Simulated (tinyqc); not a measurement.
## Permittivity and interface capacitance from two thicknesses

Inverse problem. 1/C = t/(eps0 ek) + 2/ci for planar capacitors that differ only in thickness. Find ek, ci and the EOT of the interfaces, 2 x 3.9 eps0/ci.

Constants: eps0 = 8.8541878128e-14 F/cm where lengths are in cm. Results are converted to the units shown.

C at t = 3.5 and 11 nm (uF/cm^2): 2.3717375  0.75709233

Answer. 1/C is a straight line in t: the slope gives ek and the intercept 2/ci. A single thickness would give only the effective permittivity; when the interfaces are a small part of 1/C, ci needs very accurate data.

ek = 9.42
ci = 1.00e3 uF/cm^2
EOT of the interfaces = 0.00691 nm

Computed by the program tinyqc: `OMP_NUM_THREADS=1 python tinyqc.py 2102009 2102010 out.jsonl`, one thread of a shared Intel Xeon 2.30GHz, about 0.01 s for the whole run.
